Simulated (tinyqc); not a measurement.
Monte Carlo simulation of one carrier in a uniform electric field: one step, computed by the program tinyqc.

The force e F acts along +z. Flights end at the constant total rate Gamma; the part of Gamma that the real rates do not fill is self-scattering, which leaves k unchanged. One valley, no impurities; equivalent final valleys enter only through Z_f in the optical rate.

Task: Scattering event 2. Kane band: hbar^2 k^2/(2 m) = E (1 + alpha E), speed v = hbar k/(m (1 + 2 alpha E)), states per spin, volume and energy g(E) = m k (1 + 2 alpha E)/(2 pi^2 hbar^2); overlap factors are set to 1. Masses are multiplied by m_0 and all formulas are in SI units. Phonon occupation N_q = 1/(exp(hbar w/(k_B T)) - 1). Acoustic deformation potential (elastic, equipartition, absorption and emission together): 1/tau = 2 pi k_B T D_A^2 g(E)/(hbar rho v_l^2). Optical or intervalley deformation potential: 1/tau = (pi Z_f D_o^2/(rho w)) [N_q g(E + hbar w) + (N_q + 1) g(E - hbar w)], with g = 0 below the band edge. Choice: with cumulative rates in the order acoustic, absorption, emission, the process is the first whose sum exceeds r2 Gamma; if none, self-scattering. Final state: E' = E, E + hbar w or E - hbar w gives k'. Isotropic processes: cos(theta) = 1 - 2 r3 from the z axis, phi = 2 pi r4, k' (sin theta cos phi, sin theta sin phi, cos theta). Use row 2 of the random numbers.

Inputs (values chosen for the exercise, for a model non-polar semiconductor):
```
quantity,value,unit
effective mass m,0.581,m_0
non-parabolicity alpha,0.73,1/eV
density rho,6020,kg/m^3
sound velocity v_l,11300,m/s
acoustic deformation potential D_A,4.5,eV
phonon energy hbar w,34,meV
optical or intervalley deformation potential D_o,2.5,1e8 eV/cm
final valleys Z_f,3,-
lattice temperature T,300,K
```

Crystal: non-polar. Band: Kane.

k at the end of the flight (1/nm): [0.1500000, -0.2700000, 0.3209682]

Random numbers (0.02 to 0.98, from up to 60 sets tried for early real events), one row a flight:
```
,r1,r2,r3,r4
1,0.5539,0.3587,0.2128,0.0764
2,0.7956,0.0244,0.5727,0.9281
3,0.0780,0.8668,0.5262,0.0429
4,0.6640,0.1652,0.0545,0.6068
5,0.9749,0.7626,0.7734,0.8168
6,0.9164,0.7230,0.5960,0.2114
7,0.3354,0.2281,0.1156,0.1026
```

Gamma = 16.85373 1e12/s

Constants: hbar = 1.054571817e-34 J s; m_0 = 9.1093837015e-31 kg; e = 1.602176634e-19 C; k_B = 1.380649e-23 J/K; hbar = 6.582119569e-16 eV s; k_B = 8.617333262e-05 eV/K.

Give: cumulative rates; r2 Gamma; process chosen; k after event 2, the start of the next flight.

Result:

cumulative rates (1e12/s): acoustic 0.1826, absorption 0.5778, emission 0.5778

r2 Gamma = 0.4112 1e12/s

Process chosen: absorption

k after event 2, the start of the next flight (1/nm): [0.7655, -0.3714, -0.1250]
